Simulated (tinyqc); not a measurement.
Schottky diode by thermionic emission with image-force lowering and series resistance: two steps of the calculation.

Metal on an n-type semiconductor with one parabolic valley; V > 0 is forward bias (metal positive). I = I0 [exp(Vj/(n Vt)) - 1] with Vj = V - I Rs; I0 = S A* T^2 exp(-(phi - dphi)/Vt), the lowering dphi taken at zero bias.

Inputs (values chosen for the exercise); band and dielectric values close to those of indium phosphide:

| symbol | value | unit | meaning |
|---|---|---|---|
| T | 250 | K | temperature |
| me | 0.0799 | m0 | electron mass |
| eps_r | 12.6 |  | relative permittivity |
| phi | 0.54 | eV | barrier height seen from the metal |
| Nd | 1.5e16 | cm^-3 | donor density |
| S | 0.0023 | cm^2 | area |
| n | 1.11 |  | ideality factor |
| Rs | 1.2 | ohm | series resistance |

Constants: q = 1.602176634e-19 C, kB = 1.380649e-23 J/K, h = 6.62607015e-34 J s, m0 = 9.1093837015e-31 kg, Vt = kB T/q, eps0 = 8.8541878128e-14 F/cm where lengths are in cm. Results are converted to the units shown.

Question 1. Saturation current. A* = 4 pi q me m0 kB^2/h^3 (times 1e-4 for A/(cm^2 K^2)); Nc = 2 (2 pi me m0 kB T/h^2)^1.5 (times 1e-6 for cm^-3); xi = Vt ln(Nc/Nd), Vbi = phi - xi; surface field Em = sqrt(2 q Nd (Vbi - V - Vt)/(eps0 eps_r)); dphi = sqrt(q Em/(4 pi eps0 eps_r)). Here V = 0 in Em.

Wanted: A*; Nc; Vbi; Em; dphi; I0.

Answer 1.

A* = 9.602 A/(cm^2 K^2)
Nc = 4.311e17 cm^-3
Vbi = 0.4676 V
Em = 43.84 kV/cm
dphi = 22.38 meV
I0 = 5.073e-8 A

The lowering raises I0 by a factor of 2.83.

Question 2. Current and small-signal resistance. I = I0 [exp(Vj/(n Vt)) - 1], dV/dI = Rs + n Vt/(I + I0).

I0 = 5.0730972e-8 A
converged Vj = 0.35785697 V

Give: I; drop over Rs; dV/dI.

Answer 2.

I = 160.1 mA
drop over Rs = 0.1921 V
dV/dI = 1.349 ohm

tinyqc, about 0.01 s, one thread, Intel Xeon 2.30GHz (shared host): `OMP_NUM_THREADS=1 python tinyqc.py 2640081 2640082 out.jsonl`
